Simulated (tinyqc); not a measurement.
From results back to parameters: static screening by free carriers. Three cases, with inputs chosen for the exercise.

Problem. At zero temperature the gas shows Friedel oscillations of period pi/kF and a Thomas-Fermi length 1/qTF; n and m are hidden.

kF = (3 pi^2 n/Mv)^(1/3), EF = c kF^2/m with c = hbar^2/2m0, n in 1/angstrom^3 (1e-24 per 1/cm^3), e2 = e^2/(4 pi eps0). Thomas-Fermi: qTF^2 = 6 pi e2 n/(eps EF). Debye: qD^2 = 4 pi e2 n/(eps kB T).

Constants: hbar^2/2m0 = 3.80998211 eV angstrom^2; e^2/(4 pi eps0) = 14.39964547 eV angstrom.

Find: kF; n; m.

Method. kF = pi/period and n = Mv kF^3/(3 pi^2); qTF^2 = 2 e2 Mv m kF/(pi eps c) then gives m.

Case 1.

Values chosen (out of a larger set: near those of SiC; not measured data): Mv = 3 (valleys); eps = 9.55 (background dielectric constant).

period = 48.8197 angstrom
1/qTF = 7.32099 angstrom

Solution.

kF = 0.06435 1/angstrom
n = 2.70e+19 1/cm^3
m = 0.384 m0

Case 2.

Values chosen (out of a larger set: a free-electron density near that of Cu; not measured data): Mv = 1 (valleys); eps = 1 (background dielectric constant).

period = 2.30599 angstrom
1/qTF = 0.552331 angstrom

Solution.

kF = 1.362 1/angstrom
n = 8.54e+22 1/cm^3
m = 1.000 m0

Case 3.

Values chosen (out of a larger set: near those of Si; not measured data): Mv = 6 (valleys); eps = 11.8 (background dielectric constant).

period = 123.943 angstrom
1/qTF = 10.0401 angstrom

Solution.

kF = 0.02535 1/angstrom
n = 3.30e+18 1/cm^3
m = 0.320 m0

Computed by tinyqc, one run a case: `OMP_NUM_THREADS=1 python tinyqc.py N N+1 out.jsonl` with N = 1680677, 1680708, 1680725; one thread of a shared Intel(R) Xeon(R) Processor @ 2.30GHz, about 0.01 s a run at most.
